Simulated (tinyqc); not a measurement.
Phonon transmission through an interface between two chains by Green functions: one step, computed by the program tinyqc.

Two semi-infinite chains (masses m_1, m_2; springs k_1, k_2), motion along the chain. The central region holds the end atom of each chain, joined by springs k_b. lambda = omega^2 in eV/(angstrom^2 u); nu = 15.6333042 THz x sqrt(lambda).

Question. Self-energies and the matrix at the probe frequency. In chain i, sin(q_i a/2) = nu/nu_max,i. An outgoing wave makes the next atom move as exp(i q_i a) times the end atom, so the lead adds the self-energy Sigma_i = -k_i exp(i q_i a) to the force-constant matrix; Gamma_i = -2 Im Sigma_i = 2 k_i sin(q_i a). A = lambda M - K - Sigma over the central atoms, with K_ii the sum of the springs at i, K_(i,i+1) = -k_b; G = inverse of A; transmission = Gamma_1 Gamma_2 |G_(first,last)|^2.

Inputs (values chosen for the exercise, for two model chains): mass m_1 = 41.5 u; spring k_1 = 13 eV/angstrom^2; mass m_2 = 45.7 u; spring k_2 = 6.14 eV/angstrom^2; junction spring k_b = 1.21 eV/angstrom^2.

Atoms in the interlayer: none.

probe frequency = 2.635935 THz

band top of chain 1 = 17.49961 THz

band top of chain 2 = 11.46059 THz

Constants: nu for 1 eV/(angstrom^2 u) = 15.6333042 THz.

Give: q_1 a; q_2 a; Gamma_1; Gamma_2; A (complex symmetric).

Answer.

q_1 a = 0.3024 rad

q_2 a = 0.4642 rad

Gamma_1 = 7.743 eV/angstrom^2

Gamma_2 = 5.497 eV/angstrom^2

A (complex symmetric) (eV/angstrom^2), rows end of 1, end of 2:
```
[[-0.620+3.872i, 1.210],
 [1.210, -0.560+2.749i]]
```
